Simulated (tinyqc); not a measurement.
Plane-wave Kohn-Sham cycle with exchange-only LDA in a layered model solid, step by step. One step of it, computed by the program tinyqc.

Problem. Iteration 1: potential. V_H(G) = 4 pi rho(G)/G^2 for G != 0 (uniform background); v_x = -(3 rho/pi)^(1/3); V = V_ext + V_H + v_x; Fourier components f(G_m) = (1/N) sum_j f(x_j) exp(-i G_m x_j).

A solid whose potential varies along x alone (atomic units):
```
parameter,value
period a,12.100000
cross-section of the cell,10.000000
electrons per cell,2
grid points,16
"plane waves -n..n, n",2
k points,1
V1 in V1 cos(2 pi x/a),-0.760000
```

density at the start, on the grid x_j = j a/N (e/bohr^3): 0.01652893  0.01652893  0.01652893  0.01652893  0.01652893  0.01652893  0.01652893  0.01652893  0.01652893  0.01652893  0.01652893  0.01652893  0.01652893  0.01652893  0.01652893  0.01652893

Give: Potentials on the grid; V(G_m), m = 0, 1, 2, ....

Solution.

Potentials on the grid (hartree):
```
x,V_ext,V_H,v_x,V
0.000,-0.760,0.000,-0.251,-1.011
0.756,-0.702,0.000,-0.251,-0.953
1.512,-0.537,0.000,-0.251,-0.788
2.269,-0.291,0.000,-0.251,-0.542
3.025,0,0.000,-0.251,-0.251
3.781,0.291,0.000,-0.251,0.040
4.537,0.537,0.000,-0.251,0.287
5.294,0.702,0.000,-0.251,0.451
6.050,0.760,0.000,-0.251,0.509
6.806,0.702,0.000,-0.251,0.451
7.562,0.537,0.000,-0.251,0.287
8.319,0.291,0.000,-0.251,0.040
9.075,0,0.000,-0.251,-0.251
9.831,-0.291,0.000,-0.251,-0.542
10.588,-0.537,0.000,-0.251,-0.788
11.344,-0.702,0.000,-0.251,-0.953
```

V(G_m), m = 0, 1, 2, ... (hartree): -0.251  -0.380  0.000  0.000  0.000
